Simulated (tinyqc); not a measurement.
# Changing the pumping speed S

Model: Berg model of reactive sputtering of a nitride or oxide: poisoning, hysteresis and pumping speed. Computed by tinyqc, a small Python program. Command: `OMP_NUM_THREADS=1 python tinyqc.py 3022440 3022441 out.jsonl berg sweep`. One thread of a shared host (Intel(R) Xeon(R) Processor @ 2.30GHz), about 0.05 s of CPU time with the checks.

A diatomic gas reacts with bare metal on the target and on the collecting surfaces; ions remove metal and compound from the target. theta_t and theta_c are the compound fractions.

Inputs (values chosen for the exercise, close to those used for aluminium nitride):

| quantity | value | unit |
|---|---|---|
| ion current density J | 13 | mA/cm^2 |
| target area A_t | 220 | cm^2 |
| collecting area A_c | 3200 | cm^2 |
| metal yield Y_m | 0.83 | - |
| compound yield Y_c | 0.14 | - |
| sticking coefficient alpha | 0.45 | - |
| reactive atoms per metal atom z | 1 | - |
| gas mass M | 28 | u |
| gas temperature T | 300 | K |
| reactive partial pressure P | 0.012 | Pa |

Constants: e = 1.602176634e-19 C; u = 1.6605390666e-27 kg; k_B = 1.380649e-23 J/K.

Method:
- Ion flux j = J/e; gas flux F = P/sqrt(2 pi M k_B T). Target: (2/z) alpha F (1 - theta_t) = j Y_c theta_t. Sputtered flows F_c = j Y_c theta_t A_t, F_m = j Y_m (1 - theta_t) A_t. Collector: (2/z) alpha F (1 - theta_c) A_c + F_c (1 - theta_c) = F_m theta_c. Gas use Q = alpha F [(1 - theta_t) A_t + (1 - theta_c) A_c] + P S/(k_B T); 1 sccm = 4.4780e17 molecules/s. Rate R = F_m + F_c, given relative to j Y_m A_t.
- P is a single-valued function of the flow Q only if dQ/dP > 0 everywhere: S must exceed k_B T times the steepest fall of the surface terms with P.
- Turning points solve dQ/dP = 0; a jump keeps Q fixed; the width of the loop is the difference of the two turning flows.

One run for each value:

| pumping speed S (l/s) | width of the loop (sccm) | total flow Q (sccm) |
|---|---|---|
| 10 | 4.313 | 6.295 |
| 18 | 3.959 | 6.346 |
| 32 | 3.512 | 6.437 |
| 58 | 2.924 | 6.605 |
| 110 | 2.133 | 6.942 |
| 190 | 1.337 | 7.459 |
| 340 | 0.453 | 8.430 |

Over the rows, width of the loop (sccm) falls from 4.31 to 0.453 (exponent d ln y / d ln x -0.15 between the first rows and -1.9 between the last); total flow Q (sccm) rises from 6.29 to 8.43 (exponent d ln y / d ln x 0.014 between the first rows and 0.21 between the last). The pump term P S/(k_B T) tilts the flow curve upwards; the loop narrows and vanishes at the critical speed, beyond which no width is defined. Left out: 620, 1100, 2000 (a listed quantity is not defined there).

Caution (rows 10.0, 18.0, 32.0, 58.0, 110, 190): here dQ/dP is negative, a branch that flow control cannot hold.
